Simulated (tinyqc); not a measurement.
Lifetime from the low-frequency admittance.

Inverse problem. At low frequency a p+-n diode with a base of width wb has C_diff/G = (tau/2)(1 - 2 x/sinh 2x), x = wb/sqrt(Dp tau). Find tau, x and the limit of C_diff/G for infinite lifetime, wb^2/(3 Dp).

Values chosen for this exercise:
```
symbol,value,unit,meaning
Dp,6.6,cm^2/s,hole diffusion coefficient
wb,46,um,width of the neutral base
```

G = 10.919328 S/cm^2
C_diff = 3.7293515 uF/cm^2

Answer. The ratio rises steadily with tau from tau/2 (long base) towards wb^2/(3 Dp) (short base), so one lifetime matches as long as the ratio is below that limit.

tau = 8.000e-7 s
x = 2.002
limit of C_diff/G = 1.069e-6 s

Computed by the program tinyqc: `OMP_NUM_THREADS=1 python tinyqc.py 2890186 2890187 out.jsonl`, one thread of a shared Intel Xeon 2.30GHz, about 0.01 s for the whole run.
